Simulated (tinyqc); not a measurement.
## Ground and coupling capacitance from two measurements

Question. A line has Cg to the planes and Cc to each of two neighbours. Find Cg, Cc, the load when both neighbours switch in antiphase, and the pulse on the line when it floats and both neighbours swing by Vx.

Values chosen for this exercise:
```
symbol,value,unit,meaning
Vx,0.8,V,swing
```

capacitance with neighbours driven alike and with neighbours grounded (aF/um): [72, 134]

Answer. Driven alike, Cc carries no charge, which leaves Cg; grounded neighbours give Cg + 2 Cc, antiphase Cg + 4 Cc; a floating line divides the swing as 2 Cc/(Cg + 2 Cc).

Cg = 72.0 aF/um
Cc = 31.0 aF/um
load in antiphase = 196 aF/um
pulse = 0.370 V

tinyqc, about 0.6 s, one thread, Intel Xeon 2.30GHz (shared host): `OMP_NUM_THREADS=1 python tinyqc.py 2790206 2790207 out.jsonl`
